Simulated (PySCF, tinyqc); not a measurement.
Worked calculation: FCI on RHF in the sto-6g basis, for H3-, spin multiplicity 1. The basis has no diffuse functions, so it cannot describe the extra electron: this is an exercise in the method, not the real anion. The lowest restricted solution is unstable here: a spin-polarised one lies 0.0947 hartree lower (PySCF). One step of it, computed by the program tinyqc.

Problem. FCI: determinants and Hamiltonian. Slater-Condon rules over spin orbitals, with the nuclear repulsion added and E(HF) subtracted on the diagonal. Only determinants linked to the reference directly or through others are kept (one block of an abelian symmetry group), so some states are absent.

one-electron integrals over orbitals h = C^T H C (hartree), lower triangle:
```
           1          2          3
1  -1.525643
2  -0.000077  -1.068440
3   0.043774   0.000044  -1.029054
```

Two-electron integrals over orbitals (pq|rs), unique and non-zero (hartree):
```
(11|11) 0.552583    (21|11) -0.000090   (21|21) 0.121450    (22|11) 0.498953
(22|21) 0.000167    (22|22) 0.610855    (31|11) 0.046819    (31|21) 0.000047
(31|22) -0.101126   (31|31) 0.160391    (32|11) 0.000067    (32|21) -0.111657
(32|22) -0.000132   (32|31) -0.000097   (32|32) 0.113795    (33|11) 0.548943
(33|21) -0.000123   (33|22) 0.487339    (33|31) 0.072741    (33|32) 0.000095
(33|33) 0.576391
```

nuclear repulsion = 1.30575182 hartree

Hartree-Fock energy = -0.96606377 hartree

Give: determinants; H - E(HF) between determinants.

Solution.

Occupation strings over the orbitals (2 doubly, a alpha, b beta, 0 empty; spin orbitals ordered 1a 1b 2a 2b ...): 220 2ab a2b 2ba b2a 202 ab2 ba2 022

H - E(HF) between determinants (hartree), lower triangle:
```
       220     2ab     a2b     2ba     b2a    202     ab2    ba2
220  0.000
2ab  0.000  -0.023
a2b  0.000   0.000   0.477
2ba  0.000  -0.114   0.000  -0.023
b2a  0.000   0.000  -0.160   0.000   0.477
202  0.114   0.000   0.112   0.000  -0.112  0.166
ab2  0.000  -0.112   0.000   0.174   0.000  0.000   0.493
ba2  0.000   0.174   0.000  -0.112   0.000  0.000  -0.121  0.493
022  0.160   0.000   0.026   0.000  -0.026  0.121   0.000  0.000

       022
022  0.986
```
